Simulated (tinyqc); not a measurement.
One-electron ion in a basis of Gaussians, step by step. Computed by tinyqc, a small Python program that keeps every step. Settings: Z = 6, l = 0. Command: `OMP_NUM_THREADS=1 python tinyqc.py 28372 28373 out.jsonl` (the two numbers bound the seeds that draw the settings). One thread of a shared host (Intel(R) Xeon(R) Processor @ 2.60GHz), about 0.01 s of CPU time with the checks.

## Matrices over normalised Gaussians

exponents of r^l exp(-a r^2) (1/bohr^2): [2.070000, 6.643000, 21.320000, 68.410000, 219.500000, 704.400000, 2260.000000]

Z = 6

l = 0

With p = a_i + a_j and I(k) = Gamma((k+1)/2) / (2 p^((k+1)/2)): S = I(2l+2), T = (2l+3) a_i a_j S / p, V = -Z I(2l+1), each divided by sqrt(S_ii S_jj).

S:
$$\begin{pmatrix}
1.000000 & 0.785316 & 0.428122 & 0.196229 & 0.084398 & 0.035542 & 0.014871 \\
0.785316 & 1.000000 & 0.785295 & 0.428160 & 0.196254 & 0.084399 & 0.035549 \\
0.428122 & 0.785295 & 1.000000 & 0.785360 & 0.428225 & 0.196267 & 0.084418 \\
0.196229 & 0.428160 & 0.785360 & 1.000000 & 0.785372 & 0.428194 & 0.196280 \\
0.084398 & 0.196254 & 0.428225 & 0.785372 & 1.000000 & 0.785322 & 0.428209 \\
0.035542 & 0.084399 & 0.196267 & 0.428194 & 0.785322 & 1.000000 & 0.785390 \\
0.014871 & 0.035549 & 0.084418 & 0.196280 & 0.428209 & 0.785390 & 1.000000
\end{pmatrix}$$

T (hartree):
$$\begin{pmatrix}
3.105000 & 3.718198 & 2.423351 & 1.182793 & 0.519215 & 0.220072 & 0.092265 \\
3.718198 & 9.964500 & 11.932237 & 7.777550 & 3.796263 & 1.666280 & 0.706376 \\
2.423351 & 11.932237 & 31.980000 & 38.296489 & 24.964501 & 12.184423 & 5.348945 \\
1.182793 & 7.777550 & 38.296489 & 102.615000 & 122.883642 & 80.099085 & 39.099091 \\
0.519215 & 3.796263 & 24.964501 & 122.883642 & 329.250000 & 394.273970 & 257.013629 \\
0.220072 & 1.666280 & 12.184423 & 80.099085 & 394.273970 & 1056.600000 & 1265.312688 \\
0.092265 & 0.706376 & 5.348945 & 39.099091 & 257.013629 & 1265.312688 & 3390.000000
\end{pmatrix}$$

V (hartree):
$$\begin{pmatrix}
-13.775472 & -15.694032 & -14.018103 & -11.153287 & -8.505385 & -6.395873 & -4.788554 \\
-15.694032 & -24.677629 & -28.114550 & -25.112857 & -19.981001 & -15.236778 & -11.458366 \\
-14.018103 & -28.114550 & -44.209429 & -50.366727 & -44.990938 & -35.796216 & -27.298377 \\
-11.153287 & -25.112857 & -50.366727 & -79.191962 & -90.221520 & -80.590300 & -64.122858 \\
-8.505385 & -19.981001 & -44.990938 & -90.221520 & -141.853015 & -161.609445 & -144.359182 \\
-6.395873 & -15.236778 & -35.796216 & -80.590300 & -161.609445 & -254.115398 & -289.507846 \\
-4.788554 & -11.458366 & -27.298377 & -64.122858 & -144.359182 & -289.507846 & -455.171988
\end{pmatrix}$$

## Generalised eigenproblem

H = T + V (hartree):
$$\begin{pmatrix}
-10.670472 & -11.975834 & -11.594751 & -9.970493 & -7.986170 & -6.175802 & -4.696288 \\
-11.975834 & -14.713129 & -16.182312 & -17.335307 & -16.184738 & -13.570498 & -10.751991 \\
-11.594751 & -16.182312 & -12.229429 & -12.070238 & -20.026437 & -23.611793 & -21.949432 \\
-9.970493 & -17.335307 & -12.070238 & 23.423038 & 32.662122 & -0.491215 & -25.023767 \\
-7.986170 & -16.184738 & -20.026437 & 32.662122 & 187.396985 & 232.664525 & 112.654446 \\
-6.175802 & -13.570498 & -23.611793 & -0.491215 & 232.664525 & 802.484602 & 975.804842 \\
-4.696288 & -10.751991 & -21.949432 & -25.023767 & 112.654446 & 975.804842 & 2934.828012
\end{pmatrix}$$

Solve H C = S C e through S^(-1/2); each column has its largest component positive (the first on a tie).

eigenvalues of S: [0.021052, 0.058405, 0.159987, 0.409209, 0.963146, 2.004890, 3.383312]

eigenvalues (hartree): [-17.996822, -3.248558, 19.924006, 116.843898, 468.157639, 1690.809404, 6025.662154]

coefficients:
$$\begin{pmatrix}
0.133492 & 1.512541 & -1.112382 & 0.491848 & -0.230883 & 0.114832 & -0.057892 \\
0.545848 & -0.986624 & 2.562287 & -1.570323 & 0.760025 & -0.374566 & 0.187555 \\
0.332271 & -0.099897 & -1.876304 & 2.749450 & -1.654545 & 0.828451 & -0.410367 \\
0.100723 & -0.088642 & 0.140553 & -2.237335 & 2.721579 & -1.620904 & 0.809621 \\
0.027070 & -0.006124 & -0.101487 & 0.298387 & -2.350902 & 2.619780 & -1.518714 \\
0.005370 & -0.004928 & 0.010759 & -0.098927 & 0.361167 & -2.287467 & 2.385000 \\
0.002198 & -0.000773 & -0.005566 & 0.010184 & -0.077620 & 0.266039 & -1.944116
\end{pmatrix}$$

For Z = 6 and l = 0 the exact lowest level is -Z^2/(2 n^2) with n = l + 1: -18.000000 hartree.
